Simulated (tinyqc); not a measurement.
# Convergence with the mesh in the empty well

In an empty well of width L and depth Vb, level k solves kw L/2 = (k - 1) pi/2 + arctan(sqrt((mw/mb)(Vb - E)/E)) with kw = sqrt(mw E/C), C = hbar^2/(2 m0). Mesh: N intervals across the well, hz = L/N, nodes at (i + 1/2) hz from an edge, mass (mw + mb)/2 on the interval that holds an interface, walls 3 L outside the edges; H_ii = C (1/m_(i-1/2) + 1/m_(i+1/2))/hz^2 + V_i, H_(i,i+1) = -C/(m_(i+1/2) hz^2). No field, no charge.

Values chosen for this exercise; material values close to those of GaAs in AlGaAs:
```
symbol   value  unit                       meaning
mw      0.0658    m0      mass along z in the well
mb      0.0942    m0  mass along z in the barriers
Vb       0.254    eV                barrier height
L           12    nm                    well width
```

Constants: q = 1.602176634e-19 C, hbar = 1.054571817e-34 J s, m0 = 9.1093837015e-31 kg, hbar^2/(2 m0) = 0.0380998212 eV nm^2. Results are converted to the units shown.

The same in every row: exact E1 (meV) = 23.414.

Convergence with the mesh in the empty well:
```
N	E1 on the mesh (meV)	error (%)
4	18.462	-21.1
8	21.787	-6.95
16	22.969	-1.90
32	23.300	-0.486
64	23.385	-0.122
128	23.407	-0.0306
```

What does the table show?

The error goes from -21 % to -0.031 %; between N = 32 and 64 it shrinks by a factor of 4.0, the 4 of a second-order scheme.

tinyqc, about 0.2 s, one thread, Intel Xeon 2.30GHz (shared host): `OMP_NUM_THREADS=1 python tinyqc.py 2140054 2140055 out.jsonl`
